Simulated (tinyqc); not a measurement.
# Equilibrium and kinetic segregation of a solute to boundaries and growing surfaces, step by step

A worked calculation. Computed by tinyqc, a small Python program that keeps every step. Command: `OMP_NUM_THREADS=1 python tinyqc.py 3005837 3005838 out.jsonl segreg walk`. One thread of a shared host (Intel(R) Xeon(R) Processor @ 2.30GHz), about 0.01 s of CPU time with the checks. Intermediate numbers are printed to about 7 digits and carried at full precision; extremes and crossings named in words are read from the listed rows.

Inputs (values chosen for the exercise, for a model alloy):

| quantity | value | unit |
|---|---|---|
| segregation energy Q | 0.668 | eV |
| interaction z w (positive attracts) | -0.015 | eV |
| total solute fraction x0 | 0.0032 | - |
| temperature T | 1125 | K |
| grain size d | 40 | nm |
| boundary thickness delta | 0.53 | nm |
| atomic volume Omega | 20.9 | angstrom^3 |
| clean boundary energy gamma_0 | 0.79 | J/m^2 |
| bulk diffusivity D | 7.6e-21 | m^2/s |
| anneal time t | 470 | s |
| exchange barrier E_b | 1.61 | eV |
| surface segregation energy E_s | 0.45 | eV |
| growth temperature T_g | 630 | K |
| growth rate | 0.54 | monolayers/s |
| mixing | 0.3 | - |

Isotherm: Fowler-Guggenheim.

Constants: k_B = 8.617333262e-05 eV/K; 1 eV/angstrom^2 = 16.02176634 J/m^2.

## Coverage for very large grains, by iteration

With theta the solute fraction on boundary sites and x that in the grains, theta/(1 - theta) = [x/(1 - x)] exp[(Q + z w theta)/(k_B T)]. The coverage theta_inf is that for x = x0. Start at theta = 0; theta(new) = theta + mixing (theta(out) - theta); stop below 1e-10, 80 steps at most.

Iteration:

| step | theta in | theta out | out - in |
|---|---|---|---|
| 1 | 0.0000000 | 0.7593475 | 7.593475e-01 |
| 2 | 0.2278043 | 0.7528477 | 5.250434e-01 |
| 3 | 0.3853173 | 0.7482850 | 3.629678e-01 |
| 4 | 0.4942076 | 0.7450983 | 2.508907e-01 |
| 5 | 0.5694748 | 0.7428802 | 1.734053e-01 |
| 6 | 0.6214964 | 0.7413397 | 1.198433e-01 |
| ... | ... | ... | ... |
| 58 | 0.7378719 | 0.7378719 | 5.399112e-10 |
| 59 | 0.7378719 | 0.7378719 | 3.730906e-10 |
| 60 | 0.7378719 | 0.7378719 | 2.578137e-10 |
| 61 | 0.7378719 | 0.7378719 | 1.781548e-10 |
| 62 | 0.7378719 | 0.7378719 | 1.231091e-10 |
| 63 | 0.7378719 | 0.7378719 | 8.507084e-11 |

coverage theta_inf = 0.7378719

last residual = 8.507084e-11

Converged; without interaction theta would be 0.7593.

## Depletion of small grains

Finite grains: boundary sites are the fraction f = 3 delta/d, and x0 = (1 - f) x + f theta; solve both equations for theta; share at boundaries = f theta/x0.

site fraction f = 0.03975

coverage theta = 0.07838739

fraction x left in the grains = 8.758280e-05

share of solute at boundaries = 97.37183 %

enrichment theta/x = 895.0089

97 % of the solute sits at boundaries; for a dopant that share is electrically lost. The supply limits the coverage, which stays well below theta_inf.

## Boundary energy

Gibbs adsorption for this isotherm in a dilute matrix: gamma = gamma_0 + Gam_0 [k_B T ln(1 - theta) + z w theta^2/2], Gam_0 = delta/Omega sites per area.

Gam_0 = 25.35885 1/nm^2

boundary energy gamma = 0.7576601 J/m^2

Segregation lowers gamma by 4.1 %, and the driving force of grain growth with it.

## How fast the boundary fills

McLean kinetics from a uniform start, fed from both sides, with a constant enrichment beta = theta_inf/x0: (theta - x0)/(theta_inf - x0) = 1 - exp(s^2) erfc(s), s = 2 sqrt(D t)/(beta delta); half filling at s = 0.7691, t = (0.7691 beta delta/2)^2/D. D is an input and does not follow T.

s = 0.03092992

degree of filling = 0.03396583

time to half filling = 290606.8 s

diffusion length sqrt(D t) = 1.889974 nm

Caution: half of theta_inf exceeds the equilibrium coverage of grains of this size, so half filling is never reached in them. Caution: by the time of half filling the diffusion length reaches across the grain, so the real time is longer or half filling is never reached.

## Segregation at a growing surface

Two-state exchange during growth, dilute: jump up r_u = nu exp(-E_b/(k_B T_g)), jump back r_d = r_u exp(-E_s/(k_B T_g)), nu = 1e13 1/s. In the time 1/R of one monolayer the share carried up is p = [r_u/(r_u + r_d)] [1 - exp(-(r_u + r_d)/R)]; the tail decays as p^n, length -1/ln p monolayers; the equilibrium limit has p = r_u/(r_u + r_d).

r_u = 1.319979 1/s

r_d = 3.316846e-04 1/s

share carried up p = 0.9130461

decay length = 10.99276 monolayers

Exchange and growth are comparable: the steep rise of the tail length between the kinetic and equilibrium regimes.

## Tail length against growth temperature

The formulas are those given above.

Exchange model:

| T_g (K) | r_u/R | p | length (monolayers) | equilibrium limit |
|---|---|---|---|---|
| 526 | 6.944951e-03 | 0.0069209 | 2.010773e-01 | 20493.11 |
| 563 | 7.168890e-02 | 0.0691793 | 3.743842e-01 | 10672.40 |
| 593 | 3.842076e-01 | 0.3190014 | 8.752277e-01 | 6675.52 |
| 624 | 1.837945e+00 | 0.8407286 | 5.764140e+00 | 4310.28 |
| 648 | 5.571025e+00 | 0.9958851 | 2.425183e+02 | 3161.66 |
| 673 | 1.625844e+01 | 0.9995734 | 2.343374e+03 | 2343.85 |
| 709 | 6.656685e+01 | 0.9993676 | 1.580768e+03 | 1580.77 |
| 764 | 4.437427e+02 | 0.9989258 | 9.304416e+02 | 930.44 |
| 856 | 6.145882e+03 | 0.9977633 | 4.465833e+02 | 446.58 |

The length peaks among these rows at 673 K with 2340 monolayers. Below, exchange freezes (r_u/R = 0.0069 in the first row); above, the length follows the equilibrium limit, about exp(E_s/(k_B T)), down to 447.

## Coverage against grain size

The formulas are those given above.

At T:

| d (nm) | theta | x in the grains | share at boundaries (%) |
|---|---|---|---|
| 15 | 0.0299228 | 0.000031527 | 99.11921 |
| 30 | 0.0592225 | 0.000064631 | 98.08732 |
| 60 | 0.1157734 | 0.000135599 | 95.87481 |
| 120 | 0.2194751 | 0.000295876 | 90.87639 |
| 250 | 0.3935808 | 0.000701286 | 78.22418 |
| 500 | 0.5614923 | 0.001418967 | 55.79830 |
| 1000 | 0.6575354 | 0.002157950 | 32.67129 |
| 5000 | 0.7236417 | 0.002970827 | 7.19119 |

From the largest grains to the smallest the share at boundaries rises from 7.2 to 99 %, and x/x0 falls to 0.0099. In the dilute limit x/x0 = 1/(1 - f + f exp(Q/(k_B T))), which gives 0.0095 at 15 nm.

Checks made by the program: mass balance (relative difference below 1e-10).
